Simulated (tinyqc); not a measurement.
Energy and delay of logic against supply voltage: one step of the calculation.

One expression serves below and above threshold: I(Vg) = Ik [ln(1 + exp((Vg - VT + dd V)/(al nf Vt)))]^al, with I_on = I(V) and I_off = I(0). Gate delay td = kd C V/I_on, clock period LD td. Per gate and cycle the switching energy is act C V^2 and the leakage energy I_off V LD td. No short-circuit current, no variation. Minima are sought above 0.09 V; below a few Vt gates no longer switch and the model has no meaning.

Problem. Currents, delay and energies. I_on, I_off, td, clock frequency 1/(LD td), both energies and their sum.

Values chosen for this exercise; values of the order met in logic technologies:

| symbol | value | unit | meaning |
|---|---|---|---|
| T | 300 | K | temperature |
| VT | 0.26 | V | threshold voltage at zero drain bias |
| nf | 1.26 |  | slope factor |
| dd | 0.04 |  | barrier lowering per volt of supply |
| Ik | 1.5 | uA | specific current of a gate |
| al | 1.85 |  | exponent of the current law |
| C | 1.1 | fF | load capacitance of a gate |
| kd | 0.6 |  | delay factor |
| LD | 30 |  | logic depth |
| act | 0.3 |  | activity factor |
| V | 0.92 | V | supply voltage |

Constants: q = 1.602176634e-19 C, kB = 1.380649e-23 J/K, Vt = kB T/q. Results are converted to the units shown.

Wanted: I_on; I_off; td; clock frequency; switching energy; leakage energy; energy.

Solution.

I_on = 138.92 uA
I_off = 1.5503 nA
td = 4.3708 ps
clock frequency = 7.6264 GHz
switching energy = 279.31 aJ
leakage energy = 0.18702 aJ
energy = 279.50 aJ

I_on/I_off = 89600; leakage makes up 0.0669 % of the energy.

Range of the model: At a supply of a few Vt gates lose their noise margin, and variation, left out here, decides whether they work.

Numbers from tinyqc (`OMP_NUM_THREADS=1 python tinyqc.py 2082085 2082086 out.jsonl`; about 0.01 s on one thread of a shared Intel Xeon 2.30GHz).
